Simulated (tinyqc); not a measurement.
Activation against anneal temperature: dopants and charged point defects at anneal temperature: Fermi-level effect, clustering and pairing. Computed by tinyqc, a small Python program. Command: `OMP_NUM_THREADS=1 python tinyqc.py 3030215 3030216 out.jsonl pairing walk`. One thread of a shared host (Intel(R) Xeon(R) Processor @ 2.30GHz), about 0.03 s of CPU time with the checks.

Boltzmann statistics and full ionisation of active dopants. Energies are counted from the valence band; the defect (a vacancy or self-interstitial) has five charge states, with all degeneracy factors one.

Inputs (values chosen for the exercise, with bands modelled on silicon):

| quantity | value | unit |
|---|---|---|
| gap at 0 K E_g0 | 1.15 | eV |
| Varshni alpha | 0.000476 | eV/K |
| Varshni beta | 658 | K |
| electron mass m_e | 0.326 | m_0 |
| valleys M_c | 6 | - |
| hole mass m_h | 0.823 | m_0 |
| anneal temperature T | 890 | K |
| total dopant density N | 8.5e+18 | cm^-3 |
| site density N_s | 2.8e+22 | cm^-3 |
| dopant atoms per cluster k | 2 | - |
| cluster binding energy E_b | 1.03 | eV |

Dopant: acceptor. Second part: clustering of the dopant.

Constants: m_0 = 9.1093837015e-31 kg; k_B = 1.380649e-23 J/K; h = 6.62607015e-34 J s; k_B = 8.617333262e-05 eV/K.

Method:
- E_g = E_g0 - alpha T^2/(T + beta).
- N_c = 2 M_c (2 pi m_e k_B T/h^2)^(3/2) and N_v = 2 (2 pi m_h k_B T/h^2)^(3/2), masses in units of m_0.
- n_i = sqrt(N_c N_v) exp(-E_g/2 k_B T); E_i = E_g/2 + (k_B T/2) ln(N_v/N_c).
- p = A/2 + sqrt(A^2/4 + n_i^2) for an active density A.
- k ionised dopants and k carriers form one neutral cluster: C = N_s (A/N_s)^k (p/N_b)^k exp(E_b/k_B T), N_b the effective density of states of the majority band, and N = A + k C (60 bisections in ln A between ln N - 90 and ln N).

Equilibrium activation:

| T (K) | n_i (cm^-3) | active A (cm^-3) | clusters C (cm^-3) | active share |
|---|---|---|---|---|
| 530 | 6.2846e+14 | 4.3285e+17 | 4.0336e+18 | 0.05092 |
| 620 | 5.5072e+15 | 1.0809e+18 | 3.7096e+18 | 0.12716 |
| 710 | 2.8996e+16 | 2.1222e+18 | 3.1889e+18 | 0.24967 |
| 800 | 1.0836e+17 | 3.5043e+18 | 2.4978e+18 | 0.41228 |
| 890 | 3.1776e+17 | 5.0435e+18 | 1.7282e+18 | 0.59335 |
| 980 | 7.7962e+17 | 6.4457e+18 | 1.0271e+18 | 0.75832 |
| 1070 | 1.6709e+18 | 7.4322e+18 | 5.3390e+17 | 0.87438 |

What follows from these numbers?

The active share goes from 0.0509 at 530 K to 0.874 at 1070 K, so a layer activated by a hot, short anneal is metastable and deactivates in later, cooler steps if the dopant can move.
